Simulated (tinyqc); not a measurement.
## Vertical double-diffused power MOSFET, components of the on-resistance: On-resistance against the gap between neighbouring p bodies

Stripe cells of pitch Wp + a, two channels a cell. Current flows through the channels, spreads in the accumulation layer, passes the gap between the p bodies and spreads at 45 degrees into the drift layer below them. Low drain voltage, full ionisation.

Triangular field at breakdown with Ec = Kc N^(1/8): BV = eps0 eps_r Ec^2/(2 q N), so N = (eps0 eps_r Kc^2/(2 q BV))^(4/3); W = 2 BV/Ec; mu = mud (T/300 K)^(-bt); rho = 1/(q mu N); ideal resistance rho W. Pitch p = Wp + a, Cox = 3.9 eps0/tox; zero-bias depletion in the gap w0 = sqrt(2 eps0 eps_r Vbi/(q N Nj)), open gap g = a - 2 w0; R_ch = Lc p/(2 mch Cox Vov); R_acc = 0.6 a p/(4 mac Cox Vov), 0.6 being an empirical factor for current leaving the layer along its length; R_gap = (rho/Nj) xp p/g; spreading depth t = min(W, (p - g)/2); R_drift = (rho p/2) ln((g + 2 t)/g) + rho (W - t); R_on = the sum with Rs.

Parameters, values chosen for the exercise; bulk values close to those of gallium nitride: temperature T = 300 K; relative permittivity eps_r = 9.36; critical-field constant Kc = 26900 V/cm per (cm^-3)^(1/8); rated breakdown voltage of the drift layer BV = 650 V; drift mobility at 300 K mud = 907 cm^2/(V s); temperature exponent of the drift mobility bt = 2.3; gate oxide thickness (eps_r 3.9) tox = 30 nm; gate overdrive Vov = 11 V; channel mobility mch = 25 cm^2/(V s); accumulation-layer mobility mac = 100 cm^2/(V s); channel length Lc = 0.5 um; width of the p body in one cell, channels included Wp = 6.1 um; depth of the p body xp = 1 um; doping of the gap over the drift doping Nj = 3; built-in voltage of the body junction Vbi = 3.17 V; substrate and contact resistance Rs = 0.077 mohm cm^2.

Constants: q = 1.602176634e-19 C, eps0 = 8.8541878128e-14 F/cm where lengths are in cm. Results are converted to the units shown.

The same in every row: ideal (mohm cm^2) = 0.068071.

Result of one run:
```
R_ch (mohm cm^2)  R_acc (mohm cm^2)  R_gap (mohm cm^2)  R_drift (mohm cm^2)  R_on (mohm cm^2)  largest term
0.55839                    0.081245           0.061549              0.15644           0.93462       channel
```

Which gap between neighbouring p bodies a gave this result: 0.62, 0.97, 2.4 or 14 um?

a = 0.97 um.

The whole series:
```
a (um)  R_ch (mohm cm^2)  R_acc (mohm cm^2)  R_gap (mohm cm^2)  R_drift (mohm cm^2)  R_on (mohm cm^2)  largest term
0.4              0.51337           0.030802            0.49679              0.25899            1.3770       channel
0.62             0.53074           0.049359            0.12832              0.19087           0.97629       channel
0.97             0.55839           0.081245           0.061549              0.15644           0.93462       channel
1.5              0.60025            0.13506           0.036275              0.13336           0.98194       channel
2.4              0.67133            0.24168           0.022959              0.11483            1.1278       channel
3.7              0.77400            0.42957           0.016269              0.10188            1.3987       channel
5.8              0.93986            0.81768           0.012176             0.091722            1.9384       channel
9                 1.1926             1.6100          0.0097496             0.084413            2.9738  accumulation
14                1.5875             3.3337          0.0082322             0.079136            5.0856  accumulation
```

R_on goes from 1.38 through a minimum of 0.935 (at a = 0.97 among the rows listed) to 5.09 mohm cm^2. The channel term is the largest at a = 0.4, the accumulation term from 9 on. R_on is 20.2 times the ideal drift resistance in the first row and 74.7 times in the last. A narrow gap chokes the current while a wide one lengthens the pitch and so dilutes the channels, which gives the minimum.

Program tinyqc, `OMP_NUM_THREADS=1 python tinyqc.py 2230112 2230113 out.jsonl`; Intel Xeon 2.30GHz, shared host, one thread, about 0.01 s.
